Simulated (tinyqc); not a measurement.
## MOSFET in saturation, small-signal circuit and noise: effect of the total gate width on speed and noise

Bias by the inversion coefficient IC = I/Ispec (charge-based model with velocity saturation; weak inversion below 0.1, strong above 10). Common-source circuit: gm, gds, Cgs, Cgd and Cj at the inner nodes, Rg in series with the gate; quasi-static, no source or drain resistance, no gate-body capacitance, no substrate network, no induced gate noise, so fmax is an upper estimate.

Ispec = 2 n mu Cox (W/L) Vt^2, lc = Ls/L, gms = [sqrt((lc IC + 1)^2 + 4 IC) - 1]/[2 + lc (lc IC + 1)], gm = gms Ispec/(n Vt), gds = sg gm. qs = [sqrt(1 + 4 IC) - 1]/2, Cgs = Cox W L qs (2 qs + 3)/(3 (qs + 1)^2) + Cov W, Cgd = Cov W, Cd = Cj W, Rg = Rsh (Wf/L)/(12 Nf) + Rc/W with Nf = W/Wf fingers (not rounded) contacted at both ends. fT = gm/(2 pi (Cgs + Cgd)), fmax = fT/(2 sqrt(Rg (gds + 2 pi fT Cgd))). Channel noise Sid = 4 kB T gam n gm with gam = (1/2 + (2/3) qs)/(1 + qs) + gw lc IC, qs = [sqrt(1 + 4 IC) - 1]/2, lc = Ls/L (the last term an empirical rise with velocity saturation); at the gate, white noise Sw = Sid/gm^2 + 4 kB T Rg. Number fluctuation with correlated mobility: S(f) = K/f, K = q^2 Vt lt Nt/(W L Cox^2) (1 + ac mu Cox I/gm)^2, Vt in eV with Nt per eV. Corner fc = K/Sw. IC is held fixed.

Inputs (values chosen for the exercise): temperature T = 400 K; gate length L = 130 nm; gate capacitance Cox = 1.57 uF/cm^2; mobility mu = 160 cm^2/(V s); slope factor n = 1.4; velocity-saturation length Ls = 20 nm; ratio gds/gm sg = 0.042; overlap and fringe capacitance per side Cov = 0.3 fF/um; drain junction capacitance Cj = 0.4 fF/um; sheet resistance of the gate Rsh = 20 ohm; finger width Wf = 1 um; gate contact and vertical resistance Rc = 100 ohm um; inversion coefficient IC = 14; short-channel excess of the noise factor gw = 0.09; oxide trap density Nt = 2.4e17 cm^-3 eV^-1; tunnelling length into the oxide lt = 0.1 nm; Coulomb scattering coefficient ac = 0 V s/C.

Constants: q = 1.602176634e-19 C, kB = 1.380649e-23 J/K, Vt = kB T/q. Results are converted to the units shown.

The same in every row: fT (GHz) = 34.43; fmax (GHz) = 180.2; fc (MHz) = 9.596.

Effect of the total gate width on speed and noise:
```
W (um)   I (uA)  Rg (ohm)  sqrt(Sw) (nV/Hz^0.5)
2         180.0     56.41                 5.876
4.3       387.0     26.24                 4.007
9.3       837.0     12.13                 2.725
20         1800     5.641                 1.858
43         3870     2.624                 1.267
93         8370     1.213                0.8617
200     1.800e4    0.5641                0.5876
```

What does the table show?

As W goes from 2 to 200 um, fT stays at 34.4 GHz, fmax stays at 180 GHz, the white noise falls from 5.88 to 0.588 nV/Hz^0.5 and the corner stays at 9.60 MHz. Current, gm and capacitances scale with W and Rg with 1/W, so the frequencies stay while both noise powers fall as 1/W. In every row fmax exceeds 4 fT, where channel resistance and substrate losses, left out here, would cap it.

tinyqc, about 0.01 s, one thread, Intel Xeon 2.30GHz (shared host): `OMP_NUM_THREADS=1 python tinyqc.py 2150135 2150136 out.jsonl`
